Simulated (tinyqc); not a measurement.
From results back to parameters: heavy doping: gap narrowing, degeneracy and the minority density. Three cases, with inputs chosen for the exercise.

Problem. Narrowing at two dopings was computed from hidden E0 and N0, with N0 below Na.

Empirical narrowing (Slotboom form, constants chosen for the exercise; published fits of this form give the apparent narrowing, here it is taken as the true one): dEg = E0 [ln(N/N0) + sqrt(ln(N/N0)^2 + C)].

Case 1.

Values chosen (out of a larger set: gap and densities of states near those of Si at this temperature; narrowing constants near the fits for Si; not measured data): C = 0.5 (smoothing constant); Na = 1.4e+18 1/cm^3; Nb = 4.2e+19 1/cm^3.

dEg(Na) = 29.5398 meV
dEg(Nb) = 71.7992 meV

Case 2.

Values chosen (out of a larger set: gap and densities of states near those of Si at this temperature; narrowing constants near the fits for Si; not measured data): C = 0.5 (smoothing constant); Na = 1.1e+18 1/cm^3; Nb = 3.3e+19 1/cm^3.

dEg(Na) = 36.4183 meV
dEg(Nb) = 88.5180 meV

Case 3.

Values chosen (out of a larger set: gap and densities of states near those of Si at this temperature; narrowing constants near the fits for Si; not measured data): C = 0.5 (smoothing constant); Na = 1.2e+18 1/cm^3; Nb = 3.6e+19 1/cm^3.

dEg(Na) = 31.7070 meV
dEg(Nb) = 77.0668 meV

Find: N0; E0.

Solution. The ratio dEg(Nb)/dEg(Na) depends on N0 alone and rises steadily with it; solve for ln N0 by bisection, then E0 from either value.

Case 1.

N0 = 1.4e+17 1/cm^3
E0 = 6.27 meV

Case 2.

N0 = 1.1e+17 1/cm^3
E0 = 7.73 meV

Case 3.

N0 = 1.2e+17 1/cm^3
E0 = 6.73 meV

Computed by tinyqc, one run a case: `OMP_NUM_THREADS=1 python tinyqc.py N N+1 out.jsonl` with N = 1650107, 1650153, 1650207; one thread of a shared Intel(R) Xeon(R) Processor @ 2.30GHz, about 0.01 s a run at most.
